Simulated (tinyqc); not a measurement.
Closing and inverting the gap: three-level Kane dispersion of a narrow-gap semiconductor.

Zero of energy at Gamma8, c = hbar^2/2m0, P^2 = Ep c. The free-electron term and remote bands are left out, so the heavy holes are flat at E = 0 and the other three bands obey E (E - Eg)(E + Dso) = P^2 k^2 (E + 2 Dso/3). The conduction band is the highest root; its edge is Ec = max(Eg, 0).

Constants: hbar^2/2m0 = 3.80998211 eV angstrom^2.

Inputs chosen for the exercise (out of a larger set: near those of InAs; not measured data): Dso = 0.39 eV (spin-orbit splitting); Ep = 21.1 eV (Kane energy); k = 0.013 1/angstrom (wave vector).

Eg is varied at fixed k, Dso and Ep. Edge mass: Eg (Eg + Dso)/(Ep (Eg + 2 Dso/3)) for Eg > 0, 3 |Eg|/(2 Ep) for Eg < 0. The Gamma6 weight of the conduction state is 1/(1 + P^2 k^2 [(2/3)/E^2 + (1/3)/(E + Dso)^2]).

Results:
```
Eg (eV)      m0*  highest root (eV)  middle (eV)  lowest (eV)  E - Ec (meV)  Gamma6 weight
-0.400   0.02844             0.0220      -0.3386      -0.4734          22.0          0.051
-0.200   0.01422             0.0396      -0.2159      -0.4136          39.6          0.147
-0.080   0.00569             0.0664      -0.1314      -0.4050          66.4          0.325
-0.020   0.00142             0.0900      -0.0975      -0.4026          90.0          0.468
0.020    0.00139             0.1108      -0.0794      -0.4014          90.8          0.570
0.080    0.00524             0.1491      -0.0592      -0.3999          69.1          0.703
0.200    0.01216             0.2442      -0.0364      -0.3979          44.2          0.860
0.400    0.02269             0.4268      -0.0209      -0.3959          26.8          0.947
```

What can be read from this table?

The edge mass vanishes with |Eg| from both sides, yet the kinetic energy at this k stays finite, at most 90.8 meV in the table; at Eg = 0 the two-level form, without the split-off band, gives the linear value sqrt(2/3) P k = 95.2 meV. The Gamma6 weight of the conduction state goes smoothly from 0.05 to 0.95 and is 0.47 and 0.57 in the two rows next to Eg = 0: at finite k nothing jumps at the inversion.

Program tinyqc; command `OMP_NUM_THREADS=1 python tinyqc.py 1051147 1051148 out.jsonl`; about 0.01 s on one thread of a shared Intel(R) Xeon(R) Processor @ 2.30GHz.
